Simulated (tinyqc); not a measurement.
What moves the results: trap in a gate oxide as a short-range spherical well. A value that a table varies takes the place of the one given here.

A spherical well of radius R and depth V0 below the conduction edge, one mass m, c = hbar^2/2m0. The s level at binding Et solves k cot(k R) = -kappa with k = sqrt(m (V0 - Et)/c), kappa = sqrt(m Et/c); it exists for V0 > Vc = c (pi/2R)^2/m. Outside, psi falls as exp(-kappa r)/r.

Lucovsky model (delta well, plane-wave final states, no local-field factor): sigma = (32 pi alpha c/(3 n_r m Et)) (x - 1)^(3/2)/x^3, x = h nu/Et, c = hbar^2/2m0; 1 angstrom^2 = 1e-16 cm^2.

Energies from the conduction edge of the channel. The trap level at depth x is E_T = dEc - Et - e Fox x (1 MV/cm = 0.01 eV/angstrom). An electron at the channel edge tunnels with the WKB exponent S = (4/3) sqrt(m/c) [dEc^(3/2) - (dEc - e Fox x)^(3/2)]/(e Fox), c = hbar^2/2m0; tau = t0 exp(S); the occupation is f = 1/(1 + exp((E_T - EF)/kB T)), tau_c = tau/f and tau_e = tau/(1 - f). Lattice relaxation is left out; a level below the channel edge needs phonons as well, so tau is then a lower bound, while a level above it can also empty elastically at its own energy, through a thinner barrier, faster than this tau.

Constants: hbar^2/2m0 = 3.80998211 eV angstrom^2; fine-structure constant alpha = 0.007297352564; kB = 8.617333262e-05 eV/K.

Values chosen for the exercise (near those of SiO2 on Si; not measured data): R = 4.9 angstrom (radius of the well); m = 0.433 m0 (mass); fV = (1.03, 1.14, 1.28, 1.66, 2.39, 3.65, 6) (V0/Vc); n_r = 1.48 (refractive index); xs = (1.12, 1.22, 1.51, 1.94, 2.36, 3.15, 4.88, 6.29) (photon energies h nu/Et); dEc = 3.09 eV (conduction offset to the channel); Fox = 2.8 MV/cm (oxide field, lowering levels away from the channel); t0 = 8.8 x 1e-11 s (time constant at the interface); T = 400 K (temperature); EF = -0.07 eV (Fermi level above the channel edge); ds = (3, 6, 9, 12, 15, 18) angstrom (depths); V0 = 4.55 eV (depth of the well); x = 10 angstrom (depth of the trap).

## From threshold to a deep level

Et against the depth at fixed R; near threshold Et = (pi^2/16)(V0 - Vc)^2/Vc.

Results:
```
V0/Vc  V0 (eV)    Et (eV)  threshold form (eV)  1/kappa (angstrom)  share outside
1.03     0.931  0.0004912            0.0005020               133.8          0.964
1.14     1.031   0.009922              0.01093                29.8          0.850
1.28     1.157    0.03637              0.04373                15.6          0.737
1.66     1.501     0.1653               0.2430                 7.3          0.532
2.39     2.161     0.5476                1.078                 4.0          0.336
3.65     3.300      1.397                3.917                 2.5          0.195
6.00     5.425      3.224                13.94                 1.7          0.102
```

How do the results move?

The threshold form holds to 10 % up to V0/Vc = 1.03 of those listed. There the state is mostly outside the well (96 % in the first row) and knows only Et, which is why a delta-well model works; more than half is inside from V0/Vc = 2.39 on. A second s level would need V0/Vc > 9.

## Neutral against charged centre

Et = 2.44887 eV

Lucovsky cross-section, its shape relative to the peak, and the shape of a hydrogen-like centre relative to threshold: x^-4 exp(4 - 4 atan(e)/e)/(1 - exp(-2 pi/e)), e = sqrt(x - 1).

Results:
```
x     h nu (eV)  sigma (1e-18 cm^2)  relative to peak  hydrogen-like
1.12      2.743                1.76             0.237          0.738
1.22      2.988                3.37             0.455          0.585
1.51      3.698                6.28             0.846          0.326
1.94      4.751                7.41             0.999          0.161
2.36      5.779                7.16             0.965          0.092
3.15      7.714                5.99             0.807          0.040
4.88     11.950                3.90             0.526          0.011
6.29     15.403                2.90             0.391          0.005
```

What can be read from the table?

The short-range centre starts from zero, reaches half its peak at x = 1.24 and peaks at x = 2; in the last row it still has 39 % of the peak. The Coulomb centre is largest at threshold and is down to 0.5 % there. Reading the peak as the threshold would misplace the level by a factor 2, here 2.45 eV. Rows above the gap, about 9 eV, are hidden by band-to-band absorption.

## Depth of the trap

Each depth has its own level and time; the corner frequency is 1/(2 pi tau).

Results:
```
x (angstrom)  E_T (eV)      S  tau (s)  corner (Hz)      f
3                0.557   3.53  3.0e-09      5.3e+07  0.000
6                0.473   7.01  9.8e-08      1.6e+06  0.000
9                0.389  10.45  3.0e-06      5.3e+04  0.000
12               0.305  13.83  8.9e-05      1.8e+03  0.000
15               0.221  17.16   0.0025           64  0.000
18               0.137  20.44    0.066          2.4  0.002
```

How do the results move?

tau spans 7.3 decades, one decade for each 1.98 angstrom at the start and 2.11 at the end, where the field has thinned the barrier. Traps spread evenly in depth are thus spread nearly evenly in ln tau; if levels near EF exist at every depth, this sums to 1/f noise and to charging that grows as ln t. With the single Et of this table only depths where f is neither 0 nor 1 contribute. The level stays above EF at all these depths.

## What each parameter does

Et from the well, then the level and the time. Each row changes one parameter from the base and keeps the others.

Results:
```
case             Et (eV)  E_T (eV)  log10 tau (s)  ln(tau_c/tau_e)
base               2.449     0.361          -5.03             12.5
x = 12 angstrom    2.449     0.305          -4.05             10.9
Fox = 3.8 MV/cm    2.449     0.261          -5.07              9.6
dEc = 2.84 eV      2.449     0.111          -5.24              5.3
m = 0.476 m0       2.589     0.221          -4.78              8.4
V0 = 4.78 eV       2.650     0.160          -5.03              6.7
T = 450 K          2.449     0.361          -5.03             11.1
EF = -0.02 eV      2.449     0.361          -5.03             11.1
```

What can be read from the table?

The largest shifts from the base row, up to three for each result and ties (the steps differ in size, so this ranks the rows, not the parameters). Et (eV): V0 +0.201, m +0.140; unchanged at the printed digits by x, Fox, dEc, T and EF. E_T (eV): dEc -0.250, V0 -0.201, m -0.140; unchanged at the printed digits by T and EF. log10 tau (s): x +0.98, m +0.24, dEc -0.22; unchanged at the printed digits by V0, T and EF. ln(tau_c/tau_e): dEc -7.3, V0 -5.8, m -4.1.

(tinyqc, `OMP_NUM_THREADS=1 python tinyqc.py 1250368 1250369 out.jsonl`, Intel(R) Xeon(R) Processor @ 2.30GHz, 1 thread, shared host, about 0.01 s.)
